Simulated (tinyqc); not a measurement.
Worked calculation: RKS/PBE in the sto-3g basis, for H3+, spin multiplicity 1. Computed by tinyqc, a small Python program that keeps every step (integrals from PySCF). Settings: charge = 1, multiplicity = 1, basis = sto-3g, energy threshold = 1e-08, iteration cap = 77, orthogonalisation = symmetric, start = random, DIIS depth = 0, method = RKS, functional = pbe,pbe, grid = [20, 26]. Command: `OMP_NUM_THREADS=1 python tinyqc.py 29039 29040 out.jsonl` (the two numbers bound the seeds that draw the settings). One thread of a shared host (Intel(R) Xeon(R) Processor @ 2.60GHz), about 0.4 s of CPU time with the checks. Later iterations appear only in the table of the cycle.

## One-electron integrals

Geometry (angstrom):
```
atom         x         y          z
H     0.000000  0.000000   0.000000
H     0.000000  0.000000   0.897000
H     0.000000  0.161000  -0.885000
```

Basis sto-3g: exponents (1/bohr^2) and contraction coefficients of normalised primitives:
```
element  l (shell)  exponent  coefficient
H            s (1)  3.425251     0.154329
H            s (1)  0.623914     0.535328
H            s (1)  0.168855     0.444635
```

Overlap, kinetic and nuclear-attraction integrals over the contracted functions; the nuclear repulsion is the sum of Za Zb / Rab.

nuclear repulsion = 1.47397832 hartree

overlap S:
```
          1H 1s     2H 1s     3H 1s
1H 1s  1.000000  0.559059  0.557483
2H 1s  0.559059  1.000000  0.166851
3H 1s  0.557483  0.166851  1.000000
```

kinetic energy T (hartree):
```
          1H 1s      2H 1s      3H 1s
1H 1s  0.760032   0.154059   0.152901
2H 1s  0.154059   0.760032  -0.005854
3H 1s  0.152901  -0.005854   0.760032
```

nuclear attraction V (hartree):
```
           1H 1s      2H 1s      3H 1s
1H 1s  -2.350862  -1.161525  -1.157341
2H 1s  -1.161525  -2.084826  -0.320919
3H 1s  -1.157341  -0.320919  -2.083512
```

core Hamiltonian H = T + V (hartree):
```
           1H 1s      2H 1s      3H 1s
1H 1s  -1.590830  -1.007467  -1.004440
2H 1s  -1.007467  -1.324794  -0.326773
3H 1s  -1.004440  -0.326773  -1.323480
```

## Two-electron integrals

Functions are numbered as in S; the eight-fold symmetry (ij|kl) = (ji|kl) = (kl|ij) leaves the list below.

Two-electron integrals (ij|kl) in chemists' order, unique and non-zero (hartree):
```
(11|11) 0.774606   (21|11) 0.359444   (21|21) 0.205432   (22|11) 0.512839
(22|21) 0.359444   (22|22) 0.774606   (31|11) 0.358156   (31|21) 0.155206
(31|22) 0.213818   (31|31) 0.204146   (32|11) 0.101581   (32|21) 0.051651
(32|22) 0.082619   (32|31) 0.051510   (32|32) 0.014892   (33|11) 0.511957
(33|21) 0.214247   (33|22) 0.293600   (33|31) 0.358156   (33|32) 0.082619
(33|33) 0.774606
```

## Orthogonalisation

S = U s U^T; symmetric (Loewdin) form X = U s^(-1/2) U^T, so that X^T S X = 1.

eigenvalues of S: 0.289514  0.833150  1.877336

X:
```
           1H 1s      2H 1s      3H 1s
1H 1s   1.353477  -0.397569  -0.396100
2H 1s  -0.397569   1.165804   0.069654
3H 1s  -0.396100   0.069654   1.164637
```

## Starting guess

The start is random orthonormal orbitals; D = 2 C_occ C_occ^T.

D at the start:
```
           1H 1s      2H 1s      3H 1s
1H 1s   0.671432  -0.396796   0.753692
2H 1s  -0.396796   0.234495  -0.445410
3H 1s   0.753692  -0.445410   0.846031
```

## Iteration 1: exchange-correlation on the grid

Becke grid with 20 radial and 26 angular points per atom, points of zero weight dropped. rho = sum D_ij phi_i phi_j; V_xc,ij = sum w v_xc phi_i phi_j plus the gradient terms; v_xc is d(rho eps)/d rho at fixed gradient.

The 8 grid points with the largest w rho, of 1545 (bohr, atomic units):
```
x                  y          z         w       rho  |grad rho|^2     eps_xc       v_xc
0.000000   -0.925964  -1.672408  0.289121  0.044459      0.009253  -0.324303  -0.372358
-1.230210   0.304246  -1.672408  0.297727  0.039494      0.007734  -0.315202  -0.356035
1.230210    0.304246  -1.672408  0.297727  0.039494      0.007734  -0.315202  -0.356035
0.000000   -0.624711  -1.672408  0.138644  0.082790      0.032343  -0.386076  -0.460522
0.000000   -1.292666  -1.672408  0.556611  0.019963      0.002209  -0.265805  -0.281743
0.000000    0.304246  -0.988226  0.049694  0.219544      0.050149  -0.505284  -0.658860
0.000000    1.534456  -1.672408  0.300291  0.036166      0.006721  -0.308614  -0.344599
-0.656872   0.304246  -1.015536  0.088277  0.121540      0.039832  -0.424924  -0.537757
```

electrons on the grid, sum of w rho = 2.000201

E_xc = sum of w rho eps_xc = -0.71830815 hartree

V_xc (hartree):
```
           1H 1s      2H 1s      3H 1s
1H 1s  -0.417708  -0.156058  -0.242368
2H 1s  -0.156058  -0.224339  -0.054404
3H 1s  -0.242368  -0.054404  -0.468249
```

## Iteration 1: building the Kohn-Sham matrix

J_ij = sum D_kl (ij|kl); F = H + J + V_xc; E = tr D H + tr D J / 2 + E_xc + E_nn.

Coulomb J (hartree):
```
          1H 1s     2H 1s     3H 1s
1H 1s  1.237621  0.531803  0.732298
2H 1s  0.531803  0.737826  0.180865
3H 1s  0.732298  0.180865  1.364188
```

Kohn-Sham matrix F (hartree):
```
           1H 1s      2H 1s      3H 1s
1H 1s  -0.770917  -0.631722  -0.514511
2H 1s  -0.631722  -0.811306  -0.200312
3H 1s  -0.514511  -0.200312  -0.427541
```

total energy of this density = -0.82686872 hartree

## Iteration 1: diagonalisation and new density

Diagonalise F' = X^T F X, C = X C', fill 1 alpha and 1 beta electrons from the bottom; D = 2 C_occ C_occ^T. Each column has its largest component positive (the first on a tie).

F' = X^T F X (hartree):
```
           1          2          3
1  -0.439116  -0.325464  -0.319519
2  -0.325464  -0.645018   0.066725
3  -0.319519   0.066725  -0.227737
```

orbital energies (hartree): MO1 -0.915707, MO2 -0.488499, MO3 0.092335

coefficients C:
```
            MO1        MO2        MO3
1H 1s  0.499764  -0.548399   1.263468
2H 1s  0.601974   0.821700  -0.696024
3H 1s  0.062721  -0.577264  -1.086720
```

D after iteration 1:
```
          1H 1s     2H 1s     3H 1s
1H 1s  0.499529  0.601690  0.062691
2H 1s  0.601690  0.724745  0.075513
3H 1s  0.062691  0.075513  0.007868
```

## Iteration 2: exchange-correlation on the grid

As before.

The 8 grid points with the largest w rho, of 1545 (bohr, atomic units):
```
x                  y         z         w       rho  |grad rho|^2     eps_xc       v_xc
0.000000    1.230210  1.695084  0.297689  0.034744      0.005872  -0.304054  -0.341244
1.230210    0.000000  1.695084  0.297690  0.034700      0.005866  -0.303983  -0.341064
-1.230210   0.000000  1.695084  0.297690  0.034700      0.005866  -0.303983  -0.341064
0.000000   -1.230210  1.695084  0.297691  0.034662      0.005860  -0.303919  -0.340909
0.000000    0.000000  1.010903  0.048726  0.194827      0.029937  -0.486762  -0.635409
0.000000    0.656872  1.038213  0.086736  0.108741      0.029392  -0.410434  -0.519997
-0.656872   0.000000  1.038213  0.086777  0.108618      0.029424  -0.410317  -0.519752
0.656872    0.000000  1.038213  0.086777  0.108618      0.029424  -0.410317  -0.519752
```

electrons on the grid, sum of w rho = 1.996182

E_xc = sum of w rho eps_xc = -0.67692205 hartree

V_xc (hartree):
```
           1H 1s      2H 1s      3H 1s
1H 1s  -0.437346  -0.240957  -0.179008
2H 1s  -0.240957  -0.451923  -0.057618
3H 1s  -0.179008  -0.057618  -0.237225
```

## Iteration 2: building the Kohn-Sham matrix

As before.

Coulomb J (hartree):
```
          1H 1s     2H 1s     3H 1s
1H 1s  1.255439  0.716217  0.556838
2H 1s  0.716217  1.291714  0.182134
3H 1s  0.556838  0.182134  0.789821
```

Kohn-Sham matrix F (hartree):
```
           1H 1s      2H 1s      3H 1s
1H 1s  -0.772737  -0.532207  -0.626611
2H 1s  -0.532207  -0.485003  -0.202257
3H 1s  -0.626611  -0.202257  -0.770884
```

total energy of this density = -1.09146006 hartree

## Iteration 2: diagonalisation and new density

As before.

F' = X^T F X (hartree):
```
           1          2          3
1  -0.432258  -0.320765  -0.337475
2  -0.320765  -0.289847   0.068721
3  -0.337475   0.068721  -0.594524
```

orbital energies (hartree): MO1 -0.902697, MO2 -0.495749, MO3 0.081816

coefficients C:
```
            MO1        MO2        MO3
1H 1s  0.537376  -0.402547   1.302321
2H 1s  0.102593  -0.660684  -1.036814
3H 1s  0.543162   0.799484  -0.764151
```

D after iteration 2:
```
          1H 1s     2H 1s     3H 1s
1H 1s  0.577545  0.110262  0.583764
2H 1s  0.110262  0.021051  0.111449
3H 1s  0.583764  0.111449  0.590050
```

## Convergence

Stop when the energy changes by less than 1e-08 hartree and every element of the error matrix X^T (F D S - S D F) X is below 3e-05.

Course of the cycle:
```
iteration  E (hartree)     change  largest element of the error matrix
1          -0.82686872          -                             2.68e-01
2          -1.09146006  -2.65e-01                             3.33e-01
3          -1.14620283  -5.47e-02                             2.34e-01
4          -1.16359283  -1.74e-02                             2.26e-01
5          -1.17007934  -6.49e-03                             2.18e-01
6          -1.17370150  -3.62e-03                             2.13e-01
7          -1.17557279  -1.87e-03                             2.10e-01
8          -1.17686817  -1.30e-03                             2.09e-01
9          -1.17746402  -5.96e-04                             2.08e-01
10         -1.17801506  -5.51e-04                             2.07e-01
11         -1.17816906  -1.54e-04                             2.08e-01
12         -1.17845000  -2.81e-04                             2.07e-01
13         -1.17843924   1.08e-05                             2.07e-01
14         -1.17861774  -1.79e-04                             2.07e-01
...                ...        ...                                  ...
64         -1.17872435  -1.14e-04                             2.07e-01
65         -1.17861045   1.14e-04                             2.07e-01
66         -1.17872435  -1.14e-04                             2.07e-01
67         -1.17861045   1.14e-04                             2.07e-01
68         -1.17872435  -1.14e-04                             2.07e-01
69         -1.17861045   1.14e-04                             2.07e-01
70         -1.17872435  -1.14e-04                             2.07e-01
71         -1.17861045   1.14e-04                             2.07e-01
72         -1.17872435  -1.14e-04                             2.07e-01
73         -1.17861045   1.14e-04                             2.07e-01
74         -1.17872435  -1.14e-04                             2.07e-01
75         -1.17861045   1.14e-04                             2.07e-01
76         -1.17872435  -1.14e-04                             2.07e-01
77         -1.17861045   1.14e-04                             2.07e-01
```

PySCF RKS in the same basis, fine grid = -1.25435395 hartree

Not converged within the cap of 77 iterations: the residual has stopped falling: the iteration swings between two states. Reruns (cap 100 unless said): DIIS 8: converged in 12; damping 0.5: converged in 27; level shift 0.5: converged in 8; atomic densities as start, DIIS 8: converged in 11; the original settings with a cap of 400: not converged.
